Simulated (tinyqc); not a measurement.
Bond length, ionicity and dielectric constant: Penn model of the dielectric constant and Phillips ionicity.

n = 32/a^3; Ep^2 = 8 pi c e2 n with c = hbar^2/2m0, e2 = e^2/(4 pi eps0); EF = c (3 pi^2 n)^(2/3); eps = 1 + (Ep/Eg)^2 S with S = 1 - Eg/(4 EF) + (Eg/(4 EF))^2/3, Eg the Penn gap. Core d shells are left out.

Phillips: bond length d = sqrt(3) a/4; homopolar gap Eh = 39.74 d^(-2.48) eV (d in angstrom); Eg^2 = Eh^2 + C^2; ionicity fi = C^2/Eg^2.

Constants: hbar^2/2m0 = 3.80998211 eV angstrom^2; e^2/(4 pi eps0) = 14.39964547 eV angstrom.

Each case gives a and C, chosen for the exercise.

Results:
```
case,a (angstrom),C (eV),Eh (eV),Eg (eV),Ep (eV),eps,fi
near InAs,6.055,2.75,3.64,4.56,14.10,9.51,0.363
near Ge,5.668,0.00,4.29,4.29,15.57,12.99,0.000
near AlN,4.402,6.95,8.03,10.62,22.74,4.98,0.429
near CdTe,6.490,5.14,3.06,5.98,12.70,4.78,0.738
near GaN,4.513,7.19,7.54,10.42,21.91,4.81,0.476
near InSb,6.482,2.26,3.07,3.82,12.73,10.96,0.351
```

eps runs from 4.78 (near CdTe) to 12.99 (near Ge). Eg varies by a factor 2.78 and Ep by 1.79; the order of eps is not simply the reverse order of Eg, since Ep varies too. Without the d-shell correction the model runs low for the heavier compounds.

(tinyqc, `OMP_NUM_THREADS=1 python tinyqc.py 1682768 1682769 out.jsonl`, Intel(R) Xeon(R) Processor @ 2.30GHz, 1 thread, shared host, about 0.01 s.)
